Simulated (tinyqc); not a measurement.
Cell-based percolation model of oxide breakdown: two steps of the calculation.

The oxide, of thickness n a, is cut into cubic cells. A cell is defective with the chance l = 1 - exp(-a^3 N), N = N1 (t/1 s)^al. A column of n defective cells breaks the oxide down, and the area holds M = A/a^2 independent columns: 1 - F = (1 - l^n)^M.

Parameters, values chosen for the exercise:

| symbol | value | unit | meaning |
|---|---|---|---|
| a | 1.4 | nm | edge of a cell |
| n | 4 |  | cells across the oxide |
| A | 2.9 | um^2 | area |
| al | 0.29 |  | exponent of defect growth |
| N1 | 5.7e17 | cm^-3 | defect density after 1 s |

Problem 1. Critical defect density. At F = 1 - 1/e: l_c = (1 - exp(-1/M))^(1/n), N_bd = -ln(1 - l_c)/a^3, t63 = (N_bd/N1)^(1/al). W = ln(-ln(1 - F)); for small l, W = ln M + n ln(a^3 N), so the Weibull slope is n al.

Find: thickness; M; l_c; N_bd; N_bd times thickness; t63; n al.

Solution 1.

thickness = 5.600 nm
M = 1.480e6
l_c = 0.02867
N_bd = 1.060e19 cm^-3
N_bd times thickness = 5.937e12 cm^-2
t63 = 2.386e4 s
n al = 1.160

Problem 2. The distribution. N, l, F and W = ln(-ln(1 - F)) at each time; the slope is taken between the end points.

t, point 0 to 6 (s): 8.5  62  450  3300  13000  24000  53000

Wanted: N; l; F; W; slope.

Solution 2.

```
point  N (cm^-3)         l         F       W
0       1.060e18  0.002905  1.054e-4  -9.158
1       1.887e18  0.005163  0.001051  -6.857
2       3.352e18  0.009156   0.01034  -4.566
3       5.974e18   0.01626   0.09822  -2.269
4       8.890e18   0.02410    0.3929  -0.695
5       1.062e19   0.02872    0.6346   0.007
6       1.336e19   0.03600    0.9168   0.911
```

slope = 1.152

The slope is 0.66 % below n al, since l grows a little more slowly than N.

Program tinyqc, `OMP_NUM_THREADS=1 python tinyqc.py 2070062 2070063 out.jsonl`; Intel Xeon 2.30GHz, shared host, one thread, about 0.01 s.
